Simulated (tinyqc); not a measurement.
Worked calculation: defect, radiative and Auger recombination at equal electron and hole densities (ABC model). Values are carried at full precision from step to step, so a last printed digit may differ when a step is redone from the rounded ones.

J/(e d) = Ae n + B n^2 + C n^3 with Ae = A + 4 S/w (four side walls, carriers spread evenly), e = 1.602176634e-19 C, lengths in cm; internal efficiency IQE = B n^2/(Ae n + B n^2 + C n^3); all injected carriers recombine in the layer.

Values chosen for the exercise (orders of magnitude like those quoted for InP; the results hold for these values, not for the real material):
```
symbol  value     unit        meaning
A       12000000  1/s         defect rate
B       9.4e-11   cm^3/s      radiative coefficient
C       3.4e-31   cm^6/s      Auger coefficient
S       210       cm/s        recombination velocity of the side walls
w       110       micrometre  side of the square mesa
d       90        nm          active thickness
J       290       A/cm^2      current density
ex      0.4                   extraction efficiency
Eph     1.37      eV          photon energy
```

## The efficiency peak

IQE peaks at n_p = sqrt(Ae/C); with Q = B/sqrt(Ae C), IQE_max = Q/(Q + 2).

Ae = 1.208e+07 1/s
n_p = 5.960e+18 1/cm^3
Q = 46.39
IQE_max = 0.959
J at the peak = 5.02e+03 A/cm^2

The side walls supply 1 % of Ae.

## Carrier density at the given current

G = J/(e d). Newton steps from the smallest of G/Ae, sqrt(G/B) and (G/C)^(1/3); stop when the relative step is below 1e-9.

G = 2.011e+26 1/(cm^3 s)

Newton steps:
```
step  n (1/cm^3)   rate/G  relative step
1     1.4627e+18  1.09312         -0.044
2     1.3980e+18  1.00199        -0.0010
3     1.3965e+18  1.00000       -5.2e-07
4     1.3965e+18  1.00000       -1.3e-13
```

n = 1.397e+18 1/cm^3

The start is an upper bound and the function is convex, so the steps fall monotonically; 4 are needed.

## Shares, lifetimes and light

Shares of the three paths; lifetime n/G = 1/(Ae + B n + C n^2); differential lifetime 1/(Ae + 2 B n + 3 C n^2) and bandwidth 1/(2 pi tau_d); optical power density ex IQE J Eph/e.

shares: defect 0.0839, radiative 0.9115, Auger 0.0046

lifetime = 6.94 ns
differential lifetime = 3.62 ns
bandwidth = 44.0 MHz
optical power density = 145 W/cm^2

The radiative path is the largest; the device runs below its efficiency peak, where the defect and Auger shares are equal.

## Checks

- Density from Newton steps against bisection (1/cm^3): both 1.3965e+18.

Computed by tinyqc, a small Python program: `OMP_NUM_THREADS=1 python tinyqc.py 1682602 1682603 out.jsonl` (the numbers bound the seed that draws the inputs); one thread of a shared host (Intel(R) Xeon(R) Processor @ 2.30GHz), about 0.01 s for the whole set of steps.
